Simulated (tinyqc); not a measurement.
Specific resistance of a metal-semiconductor contact and its transmission-line measurement: one step, computed by the program tinyqc.

The barrier is parabolic (depletion approximation), energies E are normal energies counted from the band edge in the neutral semiconductor (downwards for holes), and the bias is zero. xi is an input, held fixed when other inputs move.

Question. Current crowding. Transmission-line model: transfer length L_T = sqrt(rho_c/R_sh); R_c = (R_sh L_T/W) coth(d/L_T). Limits: rho_c/(W d) for d << L_T, sqrt(rho_c R_sh)/W for d >> L_T.

Inputs (values chosen for the exercise, modelled on n-type 4H-SiC):
```
quantity,value,unit
temperature T,500,K
sheet resistance R_sh,2900,ohm
contact length d,0.89,micrometre
contact width W,0.13,micrometre
```

Image-force lowering: left out.

specific contact resistance rho_c = 0.007935835 ohm cm^2

Give: transfer length L_T; d/L_T; contact resistance R_c; R_c W; short-contact limit; long-contact limit.

Answer.

transfer length L_T = 16.542 micrometre

d/L_T = 0.053801

contact resistance R_c = 6.8656e+06 ohm

R_c W = 8.9253e+05 ohm micrometre

short-contact limit = 6.8590e+06 ohm

long-contact limit = 3.6902e+05 ohm

The contact is short: the whole area carries current, and R_c scales as 1/d.
